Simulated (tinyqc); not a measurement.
Small-signal admittance of a forward-biased p+-n diode: one step of the calculation.

Holes injected into a neutral base of width wb with an ohmic contact at its end; low injection, p0 far above the equilibrium density. A small voltage v exp(i w t), w = 2 pi f, modulates the edge density by p0 v/Vt, and the small-signal density obeys Dp d2p/dx2 = (1/tau + i w) p.

Task. Closed-form admittance. L = sqrt(Dp tau); direct current J = (q Dp p0/L) coth(wb/L); k = sqrt(1 + i w tau)/L; diffusion admittance Y = (q Dp p0/Vt) k coth(k wb) = G + i w C_diff; junction capacitance C_j = sqrt(q eps0 eps_r Nd/(2 Vr)) in the depletion approximation, with the remaining barrier Vr = Vt ln(Na/p0), a rough value under forward bias; base-width modulation is left out.

Values chosen for this exercise; permittivity close to that of 4H silicon carbide: temperature T = 300 K; relative permittivity eps_r = 9.7; donor density of the base Nd = 1.8e17 cm^-3; hole diffusion coefficient Dp = 1.6 cm^2/s; hole lifetime tau = 2e-7 s; width of the neutral base wb = 7.4 um; excess hole density at the junction edge p0 = 1.8e14 cm^-3; acceptor density of the p+ side Na = 6e19 cm^-3; signal frequency f = 8.8e5 Hz.

Constants: q = 1.602176634e-19 C, kB = 1.380649e-23 J/K, Vt = kB T/q, eps0 = 8.8541878128e-14 F/cm where lengths are in cm. Results are converted to the units shown.

Wanted: L; J; k wb; Y; C_diff; C_j.

Result.

L = 5.6569 um
J = 0.094430 A/cm^2
k wb = 1.4599+0.6481i
Y = 3.7727+1.2253i S/cm^2
C_diff = 0.22161 uF/cm^2
C_j = 0.19409 uF/cm^2

G is 1.03 times its low-frequency value J/Vt, and C_diff is 1.14 times C_j.

Computed by the program tinyqc: `OMP_NUM_THREADS=1 python tinyqc.py 2890228 2890229 out.jsonl`, one thread of a shared Intel Xeon 2.30GHz, about 0.01 s for the whole run.
